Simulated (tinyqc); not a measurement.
Inside a calculation. Method: coupled-perturbed Hartree-Fock on RHF in the 6-31g basis, for H4, spin multiplicity 1. One step of it, computed by the program tinyqc.

Problem. Iteration 1: diagonalisation and new density. Diagonalise F' = X^T F X, C = X C', fill 2 alpha and 2 beta electrons from the bottom; D = 2 C_occ C_occ^T. Each column has its largest component positive (the first on a tie).

Fock matrix F (hartree):
```
           1H 1s      1H 2s      2H 1s      2H 2s      3H 1s      3H 2s      4H 1s      4H 2s
1H 1s  -0.020191  -0.481747  -0.595813  -0.498502  -0.284976  -0.359615  -0.263601  -0.357880
1H 2s  -0.481747  -0.328725  -0.498502  -0.365211  -0.359615  -0.332320  -0.357880  -0.352768
2H 1s  -0.595813  -0.498502  -0.020191  -0.481747  -0.263601  -0.357880  -0.284976  -0.359615
2H 2s  -0.498502  -0.365211  -0.481747  -0.328725  -0.357880  -0.352768  -0.359615  -0.332320
3H 1s  -0.284976  -0.359615  -0.263601  -0.357880  -0.020191  -0.481747  -0.595813  -0.498502
3H 2s  -0.359615  -0.332320  -0.357880  -0.352768  -0.481747  -0.328725  -0.498502  -0.365211
4H 1s  -0.263601  -0.357880  -0.284976  -0.359615  -0.595813  -0.498502  -0.020191  -0.481747
4H 2s  -0.357880  -0.352768  -0.359615  -0.332320  -0.498502  -0.365211  -0.481747  -0.328725
```

X:
```
               1          2          3          4          5          6          7         8
1H 1s  -0.424241  -0.558859  -0.470261   0.769164   0.566274   0.528553   0.383856  0.133756
1H 2s   2.992270   1.233722   0.902221   0.109051  -0.395387   0.239427   0.200076  0.191566
2H 1s   0.424241   0.558859  -0.470261  -0.769164   0.566274  -0.528553   0.383856  0.133756
2H 2s  -2.992270  -1.233722   0.902221  -0.109051  -0.395387  -0.239427   0.200076  0.191566
3H 1s   0.424241  -0.558859   0.470261  -0.769164   0.566274   0.528553  -0.383856  0.133756
3H 2s  -2.992270   1.233722  -0.902221  -0.109051  -0.395387   0.239427  -0.200076  0.191566
4H 1s  -0.424241   0.558859   0.470261   0.769164   0.566274  -0.528553  -0.383856  0.133756
4H 2s   2.992270  -1.233722  -0.902221   0.109051  -0.395387  -0.239427  -0.200076  0.191566
```

Give: F' = X^T F X; orbital energies; coefficients C; D after iteration 1.

Solution.

F' = X^T F X (hartree):
```
        1       2       3       4       5       6       7       8
1   0.816   0.000   0.000  -0.591   0.000   0.000   0.000   0.000
2   0.000   0.956   0.000   0.000   0.000  -0.556   0.000   0.000
3   0.000   0.000   0.803   0.000   0.000   0.000  -0.223   0.000
4  -0.591   0.000   0.000   1.426   0.000   0.000   0.000   0.000
5   0.000   0.000   0.000   0.000   0.685   0.000   0.000  -0.313
6   0.000  -0.556   0.000   0.000   0.000   0.648   0.000   0.000
7   0.000   0.000  -0.223   0.000   0.000   0.000  -0.203   0.000
8   0.000   0.000   0.000   0.000  -0.313   0.000   0.000  -0.634
```

orbital energies (hartree): MO1 -0.704, MO2 -0.250, MO3 0.224, MO4 0.456, MO5 0.755, MO6 0.851, MO7 1.379, MO8 1.787

coefficients C:
```
         MO1     MO2     MO3     MO4     MO5     MO6     MO7     MO8
1H 1s  0.255   0.278   0.082   0.038   0.523  -0.540  -0.765  -0.878
1H 2s  0.100   0.382   0.937   2.612  -0.428   0.841   0.837   1.465
2H 1s  0.255   0.278  -0.082  -0.038   0.523  -0.540   0.765   0.878
2H 2s  0.100   0.382  -0.937  -2.612  -0.428   0.841  -0.837  -1.465
3H 1s  0.255  -0.278   0.082  -0.038   0.523   0.540  -0.765   0.878
3H 2s  0.100  -0.382   0.937  -2.612  -0.428  -0.841   0.837  -1.465
4H 1s  0.255  -0.278  -0.082   0.038   0.523   0.540   0.765  -0.878
4H 2s  0.100  -0.382  -0.937   2.612  -0.428  -0.841  -0.837   1.465
```

D after iteration 1:
```
        1H 1s   1H 2s   2H 1s   2H 2s   3H 1s   3H 2s   4H 1s   4H 2s
1H 1s   0.285   0.264   0.285   0.264  -0.025  -0.162  -0.025  -0.162
1H 2s   0.264   0.313   0.264   0.313  -0.162  -0.273  -0.162  -0.273
2H 1s   0.285   0.264   0.285   0.264  -0.025  -0.162  -0.025  -0.162
2H 2s   0.264   0.313   0.264   0.313  -0.162  -0.273  -0.162  -0.273
3H 1s  -0.025  -0.162  -0.025  -0.162   0.285   0.264   0.285   0.264
3H 2s  -0.162  -0.273  -0.162  -0.273   0.264   0.313   0.264   0.313
4H 1s  -0.025  -0.162  -0.025  -0.162   0.285   0.264   0.285   0.264
4H 2s  -0.162  -0.273  -0.162  -0.273   0.264   0.313   0.264   0.313
```
